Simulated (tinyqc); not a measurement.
Threshold-voltage variability of a planar MOSFET, analytic estimates: a gate of 4 grains.

Three independent sources add in quadrature: random dopants in the depleted layer, metal-gate grains of two orientations, and roughness of the two gate edges acting through the roll-off VT = VT(long) - Vr exp(-L/l). These are first-order estimates: no three-dimensional electrostatics, no percolation.

Each of 4 equal grains has the higher work function with probability p; the threshold shift is dW (j/4 - p) for j such grains, and the off current changes by exp(-shift/(n Vt)).

Values chosen for this exercise; material values close to those of silicon: temperature T = 325 K; work-function difference of the two grain orientations dW = 0.3 eV; share of the orientation of higher work function p = 0.4; subthreshold factor n = 1.49.

Constants: q = 1.602176634e-19 C, kB = 1.380649e-23 J/K, Vt = kB T/q. Results are converted to the units shown.

Distribution:

| j | probability | shift (mV) | Ioff factor | probability x factor |
|---|---|---|---|---|
| 0 | 0.1296 | -120.0 | 17.74 | 2.299 |
| 1 | 0.3456 | -45.0 | 2.940 | 1.016 |
| 2 | 0.3456 | 30.0 | 0.4873 | 0.1684 |
| 3 | 0.1536 | 105.0 | 0.08077 | 0.01241 |
| 4 | 0.02560 | 180.0 | 0.01339 | 3.427e-4 |

What do the numbers show?

The standard deviation is dW sqrt(p (1 - p)/4) = 73.5 mV. The mean off current is 3.50 times the nominal one; the log-normal formula exp(s^2/(2 (n Vt)^2)) gives 4.71. Devices with j = 0, 13 % of all, carry 66 % of the mean leakage.

Program tinyqc, `OMP_NUM_THREADS=1 python tinyqc.py 2090107 2090108 out.jsonl`; Intel Xeon 2.30GHz, shared host, one thread, about 0.02 s.
